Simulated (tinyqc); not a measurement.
Worked calculation: G0W0 on RHF in the sto-3g basis, for H2, spin multiplicity 1. Computed by tinyqc, a small Python program that keeps every step (integrals from PySCF). Settings: charge = 0, multiplicity = 1, basis = sto-3g, method = RHF, energy threshold = 1e-10, iteration cap = 50, orthogonalisation = symmetric, start = Wolfsberg-Helmholz matrix, DIIS depth = 6. Command: `OMP_NUM_THREADS=1 python tinyqc.py 26141 26142 out.jsonl` (the two numbers bound the seeds that draw the settings). One thread of a shared host (Intel(R) Xeon(R) Processor @ 2.60GHz), about 0.05 s of CPU time with the checks. The early iterations of the SCF are left out here.

## One-electron integrals

Geometry (angstrom):
```
atom         x         y         z
H     0.000000  0.000000  0.000000
H     0.000000  0.000000  0.737000
```

Basis sto-3g: exponents (1/bohr^2) and contraction coefficients of normalised primitives:
```
element  l (shell)  exponent  coefficient
H            s (1)  3.425251     0.154329
H            s (1)  0.623914     0.535328
H            s (1)  0.168855     0.444635
```

Overlap, kinetic and nuclear-attraction integrals over the contracted functions; the nuclear repulsion is the sum of Za Zb / Rab.

nuclear repulsion = 0.71801521 hartree

overlap S:
```
          1H 1s     2H 1s
1H 1s  1.000000  0.661836
2H 1s  0.661836  1.000000
```

kinetic energy T (hartree):
```
          1H 1s     2H 1s
1H 1s  0.760032  0.238754
2H 1s  0.238754  0.760032
```

nuclear attraction V (hartree):
```
           1H 1s      2H 1s
1H 1s  -1.882944  -1.201656
2H 1s  -1.201656  -1.882944
```

core Hamiltonian H = T + V (hartree):
```
           1H 1s      2H 1s
1H 1s  -1.122912  -0.962903
2H 1s  -0.962903  -1.122912
```

## Two-electron integrals

Functions are numbered as in S; the eight-fold symmetry (ij|kl) = (ji|kl) = (kl|ij) leaves the list below.

Two-electron integrals (ij|kl) in chemists' order, unique and non-zero (hartree):
```
(11|11) 0.774606   (21|11) 0.446303   (21|21) 0.299584   (22|11) 0.571124
(22|21) 0.446303   (22|22) 0.774606
```

## Orthogonalisation

S = U s U^T; symmetric (Loewdin) form X = U s^(-1/2) U^T, so that X^T S X = 1.

eigenvalues of S: 0.338164  1.661836

X:
```
           1H 1s      2H 1s
1H 1s   1.247679  -0.471957
2H 1s  -0.471957   1.247679
```

## Iteration 2 (converged): orbitals

converged F (hartree):
```
           1H 1s      2H 1s
1H 1s  -0.367760  -0.595768
2H 1s  -0.595768  -0.367760
```

Diagonalise F' = X^T F X, C = X C', fill 1 alpha and 1 beta electrons from the bottom; D = 2 C_occ C_occ^T. Each column has its largest component positive (the first on a tie).

F' = X^T F X (hartree):
```
           1          2
1   0.047228  -0.627025
2  -0.627025   0.047228
```

orbital energies (hartree): MO1 -0.579798, MO2 0.674253

coefficients C:
```
            MO1        MO2
1H 1s  0.548518   1.215967
2H 1s  0.548518  -1.215967
```

D after iteration 2:
```
          1H 1s     2H 1s
1H 1s  0.601744  0.601744
2H 1s  0.601744  0.601744
```

## Convergence

Stop when the energy changes by less than 1e-10 hartree and every element of the error matrix X^T (F D S - S D F) X is below 3e-06.

Course of the cycle:
```
iteration  E (hartree)    change  largest element of the error matrix
1          -1.11690840         -                             4.69e-16
2          -1.11690840  4.44e-16                             3.63e-16
```

PySCF RHF in the same basis = -1.11690840 hartree

Converged in 2 iterations.

## Integrals over molecular orbitals

(pq|rs) = sum C_ip C_jq C_kr C_ls (ij|kl), one index at a time.

one-electron integrals over orbitals h = C^T H C (hartree):
```
           1          2
1  -1.255126   0.000000
2   0.000000  -0.473171
```

Two-electron integrals over orbitals (pq|rs), unique and non-zero (hartree):
```
(11|11) 0.675328   (21|21) 0.181043   (22|11) 0.664233   (22|22) 0.698205
```

## Screening: direct RPA

With D = e_a - e_i and K = (ia|jb): diagonalise D^(1/2) (D + 4K) D^(1/2) = Z w^2 Z^T; X + Y = D^(1/2) Z w^(-1/2), each column of Z with its largest component positive (the first on a tie); E_c = (sum w - tr (D + 2K)) / 2.

D^(1/2) (D + 4K) D^(1/2) (hartree^2):
```
          1>2
1>2  2.480790
```

excitation energies w (hartree): 1.575052

X + Y:
```
            1
1>2  0.892298
```

RPA correlation energy = -0.02054187 hartree

## G0W0 on Hartree-Fock: HOMO

W(p,q,m) = sqrt2 sum_ia (pq|ia) (X+Y)_ia,m; Sigma_c(x) = sum_(i,m) W^2/(x - e_i + w_m) + sum_(a,m) W^2/(x - e_a - w_m); solve x = e_p + Sigma_c(x) by Newton steps; Z = 1/(1 - dSigma/dx); 1 hartree = 27.211386 eV.

The 12 largest terms at x = e_p (hartree; W for the signs of X + Y given):
```
q  m         W       term
2  1  0.228458  -0.018449
```

Newton steps (hartree):
```
step          x  Sigma_c(x)         Z
0     -0.579798   -0.018449  0.993521
1     -0.598127   -0.018330  0.993604
2     -0.598127   -0.018330  0.993604
```

quasiparticle energy of the HOMO = -16.275877 eV

Hartree-Fock value = -15.777096 eV

## G0W0 on Hartree-Fock: LUMO

As before.

The 12 largest terms at x = e_p (hartree; W for the signs of X + Y given):
```
q  m         W      term
1  1  0.228458  0.018449
```

Newton steps (hartree):
```
step         x  Sigma_c(x)         Z
0     0.674253    0.018449  0.993521
1     0.692582    0.018330  0.993604
2     0.692583    0.018330  0.993604
```

quasiparticle energy of the LUMO = 18.846140 eV

Hartree-Fock value = 18.347359 eV
